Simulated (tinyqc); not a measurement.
# Thickness from two neighbouring fringes

Problem. At normal incidence a transparent film with an index between those of air and substrate, taken as constant, has reflectance minima at 2 n1 d = (m + 1/2) lam (small phase shifts at the substrate neglected). Find d and the order m of the shorter wavelength.

Inputs (values chosen for the exercise): index of the transparent film n1 = 2.009.

wavelengths of two neighbouring reflectance minima (nm): 440  537.77778

Solution. Neighbouring orders differ by one: 2 n1 d (1/lam1 - 1/lam2) = 1.

d = 602 nm
m = 5

Program tinyqc, `OMP_NUM_THREADS=1 python tinyqc.py 2870196 2870197 out.jsonl`; Intel Xeon 2.30GHz, shared host, one thread, about 0.01 s.
